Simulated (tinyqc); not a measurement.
# Chemical-mechanical planarisation: Preston law, pattern density and step-height reduction, step by step

A worked calculation. Computed by tinyqc, a small Python program that keeps every step. Command: `OMP_NUM_THREADS=1 python tinyqc.py 3024543 3024544 out.jsonl cmp walk`. One thread of a shared host (Intel(R) Xeon(R) Processor @ 2.30GHz), about 0.01 s of CPU time with the checks. Intermediate numbers are printed to about 5 digits and carried at full precision; extremes and crossings named in words are read from the listed rows.

A row of 8 cells, repeated periodically, holds raised features that cover a share rho of each cell.

Inputs (values chosen for the exercise, close to those used for copper polishing): Preston coefficient K = 9.7e-14 1/Pa; pressure P = 36 kPa; platen and carrier speed = 93 rpm; distance between the centres = 19 cm; initial step height h0 = 230 nm; contact height h_c = 54 nm; film above the raised areas z0 = 430 nm; cell size = 1.4 mm; planarisation length = 1.6 mm; polish time t = 39 s.

local pattern densities, cell by cell: [0.4, 0.6, 0.2, 0.4, 0.6, 0.9, 0.8, 0.3]

## Blanket rate

With equal rotation speeds the relative speed is uniform, v = omega r_c; Preston rate R0 = K P v.

relative speed v = 1.8504 m/s

blanket rate R0 = 6.4616 nm/s

## Effective density

The stiff pad averages the density: rho_eff(i) = sum_j w_ij rho_j / sum_j w_ij, w = exp(-2 d^2/L^2), L the planarisation length and d the distance between cell centres, summed over all periodic images of cell j.

normalised weights (images included) for cells 0, 1, 2, ... apart: [0.69594, 0.15051, 0.00152, 0.00000, 0.00000]

effective densities: [0.41536, 0.50893, 0.29122, 0.40107, 0.61475, 0.83812, 0.73888, 0.39167]

Local densities span 0.2 to 0.9, effective ones 0.291 to 0.838.

## State at time t

While h > h_c only raised areas polish, at R0/rho_eff, until t_c = rho_eff (h0 - h_c)/R0. After that h = h_c exp(-(t - t_c)/tau), tau = rho_eff h_c/R0; low areas polish at R0 (1 - h/h_c) and raised areas at R0 [1 + (1 - rho_eff) h/(rho_eff h_c)]. Removed from raised areas after t_c: h0 - h_c + R0 (t - t_c) + (1 - rho_eff)(h_c - h); from low areas: R0 (t - t_c) - rho_eff (h_c - h). Film left = z0 less the removal from raised areas.

Cells:
```
cell  rho_eff  t_c (s)  step h (nm)  removed, raised (nm)  removed, low (nm)  film left on raised areas (nm)
1     0.41536   11.313       0.0186                386.46             156.48                           43.54
2     0.50893   13.862       0.1464                364.88             135.02                           65.12
3     0.29122    7.932       0.0002                415.02             185.02                           14.98
4     0.40107   10.924       0.0124                389.75             159.76                           40.25
5     0.61475   16.744       0.7096                340.34             111.05                           89.66
6     0.83812   22.829       5.3666                288.37              63.73                          141.63
7     0.73888   20.126       2.5405                311.40              83.94                          118.60
8     0.39167   10.668       0.0094                391.91             161.92                           38.09
```

range of film left across the row = 126.66 nm

largest remaining step = 5.3666 nm

thinnest film left = 14.978 nm

8 of 8 cells have reached contact. The cell with the lowest rho_eff has lost the most film from its raised areas.

## Local against global planarity over time

Times are multiples of h0/R0; the range is the largest minus the smallest removal from raised areas.

Steps and range (nm):
```
multiple   t (s)  largest step  smallest step  range across the row  mean removal from raised areas
0.10       3.559        202.56         151.02                 51.54                           48.95
0.20       7.119        175.12          72.04                103.07                           97.90
0.30      10.678        147.67          17.47                137.31                          144.69
0.45      16.018        106.51           1.95                141.65                          199.82
0.60      21.357         65.35           0.22                136.21                          242.28
0.80      28.476         24.11           0.01                129.68                          291.87
1.00      35.595          8.73           0.00                127.20                          338.83
1.30      46.273          1.90           0.00                126.10                          408.18
1.70      60.511          0.25           0.00                125.83                          500.24
```

Local steps shrink to 0.25 nm or less, but the range across the row reaches up to 141.6 nm among these rows and ends at 125.8 nm, against the limit (largest - smallest rho_eff) h0 = 125.8 nm: once flat, all cells polish alike and the difference stays. Evener density (dummy fill), a longer planarisation length or a smaller initial step reduces it. Caution: in the last rows the removal passes z0 somewhere, so they describe a thicker film than the one given.

Checks made by the program: volume removed per cell equals R0 t (relative difference below 1e-10).
